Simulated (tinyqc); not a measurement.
Inside a calculation. Model: space-charge-limited current through a thin insulating or semi-insulating film with traps. Computed by tinyqc, a small Python program that keeps every step. Command: `OMP_NUM_THREADS=1 python tinyqc.py 3022531 3022532 out.jsonl sclc walk`. One thread of a shared host (Intel(R) Xeon(R) Processor @ 2.30GHz), about 0.01 s of CPU time with the checks. Intermediate numbers are printed to about 7 digits and carried at full precision; extremes and crossings named in words are read from the listed rows.

One ohmic injecting contact at x = 0 (field zero), drift only, non-degenerate free carriers.

Inputs (values chosen for the exercise, modelled on HfO2):

| quantity | value | unit |
|---|---|---|
| permittivity eps | 22 | - |
| band mobility mu | 0.065 | cm^2/(V s) |
| effective density of states N_c | 1.1e+20 | 1/cm^3 |
| trap density N_t | 2.4e+15 | 1/cm^3 |
| equilibrium Fermi level below the band edge, E_0 | 0.79 | eV |
| thickness d | 2900 | nm |
| free density at the anode, in units of N_c | 1.4e-05 | - |
| temperature T | 400 | K |
| trap level E_t below the band edge | 0.42 | eV |

Traps: single level.

Constants: k_B = 8.617333262e-05 eV/K; e = 1.602176634e-19 C; eps_0 = 8.8541878128e-12 F/m.

## Equilibrium and landmark voltages

Free density n_0 = N_c exp(-E_0/k_B T) in equilibrium; trapped density n_t(n) = N_t/(1 + n_1/n), n_1 = N_c exp(-E_t/k_B T). theta = n/(n + n_t) at the anode density; trap-filled-limit voltage V_TFL = e (N_t - n_t(n_0)) d^2/(2 eps eps_0).

n_0 = 1.224139e+10 1/cm^3

n_t(n_0) = 5.228859e+10 1/cm^3

theta = 0.4668866

V_TFL = 8.300548 V

## One point of the curve

J = e mu n F and (eps eps_0/e) dF/dx = n - n_0 + n_t(n) - n_t(n_0) = rho(n). With F = J/(e mu n): d = (eps eps_0 J/(e^2 mu)) I_1 and V = (eps eps_0 J^2/(e^3 mu^2)) I_2, I_k = int_(n_L)^infinity dn/(n^(k+1) rho(n)), n_L the density at the anode; with u = n_L/n, 200 Gauss-Legendre points in t, u = 1 - (1 - t)^2. Anode field J/(e mu n_L); Mott-Gurney current (9/8) eps eps_0 mu V^2/d^3; ohmic current e n_0 mu V/d.

I_1 = 1.185608e-31 cm^6

I_2 = 4.846642e-47 cm^9

current density J = 2.095171 A/cm^2

voltage V = 23.85028 V

anode field over mean field V/d = 1.588472

trap-free Mott-Gurney current = 3.322235 A/cm^2

ohmic current = 1.048456e-05 A/cm^2

J is 0.631 times the trap-free law and 200000 times the ohmic current; theta is 0.467. The field ratio is 1 for ohmic flow, 3/2 for the square law and 2 for a uniform fixed charge; here 1.59.

## The whole curve

The last column is d ln J/d ln V up to the next row.

Current against voltage:

| n_L (1/cm^3) | V (V) | J (A/cm^2) | slope |
|---|---|---|---|
| 1.30e+10 | 1.801358e-04 | 1.032965e-10 | 1.630582 |
| 5.30e+10 | 2.218738e-03 | 6.197900e-09 | 1.936025 |
| 2.20e+11 | 1.033860e-02 | 1.219544e-07 | 1.986865 |
| 8.90e+11 | 4.278661e-02 | 2.050161e-06 | 2.004638 |
| 3.70e+12 | 1.772069e-01 | 3.539943e-05 | 2.031949 |
| 1.50e+13 | 6.927917e-01 | 5.651425e-04 | 2.118777 |
| 6.20e+13 | 2.510239e+00 | 8.645545e-03 | 2.339583 |
| 2.50e+14 | 7.284501e+00 | 1.045398e-01 | 2.544952 |
| 1.00e+15 | 1.789503e+01 | 1.029578e+00 | 2.360328 |
| 4.30e+15 | 5.101792e+01 | 1.220634e+01 | 2.125439 |
| 1.80e+16 | 1.784844e+02 | 1.748093e+02 | 2.034491 |
| 7.20e+16 | 6.768540e+02 | 2.632210e+03 | - |

The slope starts at 1.63, peaks at 2.5 between 7.28 and 17.9 V and ends at 2.03. Rows below 0.34 V (10 k_B T/e) are formal, since diffusion from the contact rules there. Self-heating is left out, although J V exceeds 1e5 W/cm^2 at the last row. No slope between rows exceeds 4, so the step at the trap-filled limit is weak or is smeared by the row spacing.

Checks made by the program: trap-free limit against the Mott-Gurney law (relative difference 5e-08).
